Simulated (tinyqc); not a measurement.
Energy and delay of logic against supply voltage: optimum supplies against the threshold voltage at zero drain bias.

One expression serves below and above threshold: I(Vg) = Ik [ln(1 + exp((Vg - VT + dd V)/(al nf Vt)))]^al, with I_on = I(V) and I_off = I(0). Gate delay td = kd C V/I_on, clock period LD td. Per gate and cycle the switching energy is act C V^2 and the leakage energy I_off V LD td. No short-circuit current, no variation. Minima are sought above 0.09 V; below a few Vt gates no longer switch and the model has no meaning.

V_min minimises the energy and V_EDP the product of energy and td.

Inputs (values chosen for the exercise); values of the order met in logic technologies:
```
symbol,value,unit,meaning
T,250,K,temperature
nf,1.07,,slope factor
dd,0.06,,barrier lowering per volt of supply
Ik,0.85,uA,specific current of a gate
al,1.43,,exponent of the current law
C,0.39,fF,load capacitance of a gate
kd,0.7,,delay factor
LD,60,,logic depth
act,0.05,,activity factor
```

Constants: q = 1.602176634e-19 C, kB = 1.380649e-23 J/K, Vt = kB T/q. Results are converted to the units shown.

Result of one run:
```
VT (V)	V_min (V)	energy at V_min (aJ)	leakage share (%)	clock at V_min (MHz)	V_EDP (V)	clock at V_EDP (GHz)
0.4	0.1797	0.8476	25.67	0.03262	0.7211	2.235
```

What becomes of these results when the threshold voltage at zero drain bias VT is changed from 0.4 to 0.3 V, all else the same?

Result of the changed run:
```
VT (V)	V_min (V)	energy at V_min (aJ)	leakage share (%)	clock at V_min (MHz)	V_EDP (V)	clock at V_EDP (GHz)
0.3	0.1797	0.8529	26.13	2.438	0.5408	1.975
```

The whole series:
```
VT (V)	V_min (V)	energy at V_min (aJ)	leakage share (%)	clock at V_min (MHz)	V_EDP (V)	clock at V_EDP (GHz)
0.15	0.1808	1.338	52.37	518.5	0.3078	1.856
0.2	0.1801	0.9597	34.13	127.1	0.3659	1.710
0.25	0.1798	0.8726	27.78	19.61	0.4510	1.829
0.3	0.1797	0.8529	26.13	2.438	0.5408	1.975
0.35	0.1797	0.8486	25.76	0.2842	0.6309	2.110
0.4	0.1797	0.8476	25.67	0.03262	0.7211	2.235
0.45	0.1797	0.8474	25.65	0.003732	0.8112	2.351
0.5	0.1797	0.8474	25.65	4.265e-4	0.9013	2.460
0.55	0.1797	0.8474	25.65	4.875e-5	0.9915	2.563
```

As VT goes from 0.15 to 0.55, V_min falls from 0.181 to 0.180 V, the energy there falls from 1.34 to 0.847 aJ, the clock there falls from 518 to 4.87e-5 MHz and V_EDP rises from 0.308 to 0.991 V. V_min lies below VT for VT = 0.2, 0.25, 0.3, 0.35, 0.4, 0.45, 0.5, 0.55 V. As VT grows, I_on too becomes a subthreshold current, VT cancels more and more from the energy, and it mainly sets the clock.

tinyqc, about 0.01 s, one thread, Intel Xeon 2.30GHz (shared host): `OMP_NUM_THREADS=1 python tinyqc.py 2082140 2082141 out.jsonl`
